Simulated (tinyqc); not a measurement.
Ion-assisted plasma etching: sheath, surface coverage, synergy and aspect-ratio dependence. From coverage theta back to sticking coefficient s. Computed by tinyqc, a small Python program. Command: `OMP_NUM_THREADS=1 python tinyqc.py 3028183 3028184 out.jsonl etch inv`. One thread of a shared host (Intel(R) Xeon(R) Processor @ 2.30GHz), about 0.02 s of CPU time with the checks.

Radicals adsorb on bare sites; ions remove covered sites with a high yield and bare sites by sputtering; a slow spontaneous reaction acts everywhere, walls included.

Inputs (values chosen for the exercise, close to those used for silicon in a halogen plasma): plasma density n_e = 3.9e+11 1/cm^3; electron temperature T_e = 4.7 eV; ion mass M_i = 71 u; sheath voltage V = 72 V; radical density n = 2.2e+13 1/cm^3; radical mass M_n = 35.5 u; gas temperature T_g = 300 K; radicals per removed unit x = 2; yield slope b = 0.29 eV^(-1/2); threshold E_th = 19 eV; sputter slope b_p = 0.025 eV^(-1/2); sputter threshold E_p = 27 eV; spontaneous reaction probability k_c = 1.3e-05; solid density N = 5e+22 1/cm^3; ion temperature T_i = 0.38 eV.

Feature: round hole.

Constants: e = 1.602176634e-19 C; u = 1.6605390666e-27 kg; k_B = 1.380649e-23 J/K; eps_0 = 8.8541878128e-12 F/m.

Method:
- Bohm speed u_B = sqrt(e T_e/M_i); ion flux G_i = 0.61 n_e u_B; radical flux G_n = n c/4 with c = sqrt(8 k_B T_g/(pi M_n)).
- Debye length lambda_D = sqrt(eps_0 T_e/(e n_s)) with n_s = 0.61 n_e, T_e in volts; Child-law sheath d = (sqrt2/3) lambda_D (2 V/T_e)^(3/4); ion energy E = V + T_e/2; angular spread = arctan(sqrt(T_i/E)).
- Yields: Y = b (sqrt(E) - sqrt(E_th)) on covered sites, Y_p = b_p (sqrt(E) - sqrt(E_p)) on bare ones (zero below threshold).
- Steady coverage: s G_n (1 - theta) = x Y G_i theta; removal flux = Y G_i theta + Y_p G_i (1 - theta) + k_c G_n; rate = flux/N, 1 cm/s = 6e8 nm/min.
- Lateral rate = k_c G_n/N; anisotropy = 1 - lateral/vertical; synergy = vertical/(ions alone + radicals alone), with ions alone Y_p G_i/N and radicals alone the lateral rate.

Task: A run gave the result below. Find the sticking coefficient s, known to lie between 0.2 and 0.76.

coverage theta = 0.3851857

Result:

Each step takes the trial c = (a f_b - b f_a)/(f_b - f_a), f being the result less the target and a, b, c the logarithms of the listed values; c replaces end b, the old b replaces a if the sign of f changed, and otherwise f_a is halved.

Scan of the range:
```
sticking coefficient s  coverage theta
0.200                         0.238351
0.250                         0.281184
0.312                         0.328042
0.390                         0.378972
0.487                         0.432467
0.608                         0.487532
0.760                         0.543207
```

False position (Illinois rule, in the logarithm of the input) inside the bracket:
```
step     end a     end b     trial  coverage theta
1     0.390000  0.487000  0.400192        0.385063
2     0.487000  0.400192  0.400396        0.385183
3     0.487000  0.400396  0.400404        0.385188
4     0.400396  0.400404  0.400400        0.385186
```

Coverage theta rises at every point of a 13-point scan of the range (every second point is shown), so one value fits; it is bracketed by 0.390 and 0.487. Answer: sticking coefficient s = 0.4004.
